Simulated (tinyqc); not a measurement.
Bond-orbital model of a tetrahedral semiconductor (Harrison's universal couplings): one step. Band edges at Gamma. Two cases, with inputs chosen for the exercise.

Problem. Ev is the lower root of [[epa, Exx], [Exx, epc]] and the s-like conduction level the upper root of [[esa, Ess], [Ess, esc]], with Exx = 1.28 u and Ess = 5.28 u, u = hbar^2/(m d^2).

Give: Exx, Ess; Ev; s-like conduction level; E0 gap.

Case 1.

Values chosen (near tabulated values for GaSb; the model gives trends, and its gaps can be far from the real ones; not measured data): esc = -11.5 eV (s level, cation); epc = -5.74 eV (p level, cation); esa = -15.82 eV (s level, anion); epa = -8.06 eV (p level, anion).

hbar^2/(m d^2) = 1.085079 eV

Solution.

Exx, Ess (eV): 1.3889  5.7292

Ev = -8.710 eV
s-like conduction level = -7.537 eV
E0 gap = 1.172 eV

Case 2.

Values chosen (near tabulated values for ZnSe; the model gives trends, and its gaps can be far from the real ones; not measured data): esc = -7.87 eV (s level, cation); epc = -3.98 eV (p level, cation); esa = -22.6 eV (s level, anion); epa = -10.63 eV (p level, anion).

hbar^2/(m d^2) = 1.259165 eV

Solution.

Exx, Ess (eV): 1.6117  6.6484

Ev = -11.000 eV
s-like conduction level = -5.313 eV
E0 gap = 5.687 eV

Universal couplings give the trend of E0 from compound to compound, not its value; it can miss by several eV and by a factor of two or more, and spin-orbit coupling is left out.

Computed by tinyqc, one run a case: `OMP_NUM_THREADS=1 python tinyqc.py N N+1 out.jsonl` with N = 1450185, 1450255; one thread of a shared Intel(R) Xeon(R) Processor @ 2.30GHz, about 0.01 s a run at most.
